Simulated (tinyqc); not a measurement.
Admittance spectroscopy and thermally stimulated current of one trap level in a depletion layer: one step, computed by the program tinyqc. Command: `OMP_NUM_THREADS=1 python tinyqc.py 3110838 3110839 out.jsonl admit walk`. One thread of a shared host (Intel(R) Xeon(R) Processor @ 2.30GHz), about 0.01 s of CPU time with the checks.

A Schottky junction on n-type material holds one donor-like electron trap; shallow donors are fully ionised and abrupt depletion edges are assumed.

Task: The capacitance step. With E_c - E_F = k_B T_p ln(N_c/N): lambda = sqrt(2 eps eps_0 (E_t - (E_c - E_F))/(e^2 N)); traps are empty and charged for x < x_t = w - lambda, and V_b = e (N w^2 + N_t x_t^2)/(2 eps eps_0). High frequency: C_hf = eps eps_0/w. Low frequency: C_lf = eps eps_0 (N + N_t)/(N w + N_t x_t).

Inputs (values chosen for the exercise, modelled on n-type germanium):
```
quantity                         value    unit
dielectric constant eps           16.2       -
shallow doping N                 1e+15  1/cm^3
trap density N_t               2.4e+13  1/cm^3
trap depth E_t below the band    0.285      eV
band bending V_b                  0.43       V
```

E_c - E_F = k_B T_p ln(N_c/N) = 0.1223922 eV

Constants: eps_0 = 8.8541878128e-12 F/m; e = 1.602176634e-19 C.

Give: lambda; depletion width w; crossing point x_t; C_hf; C_lf; step (C_lf - C_hf)/C_hf; small-N_t estimate (N_t/N)(lambda/w).

Result:

lambda = 539.59 nm

depletion width w = 875.91 nm

crossing point x_t = 336.32 nm

C_hf = 16.376 nF/cm^2

C_lf = 16.616 nF/cm^2

step (C_lf - C_hf)/C_hf = 0.014650

small-N_t estimate (N_t/N)(lambda/w) = 0.014785

Reading N_t/N straight from the step would give 0.0146 against the true 0.0240: the factor lambda/w must be known.
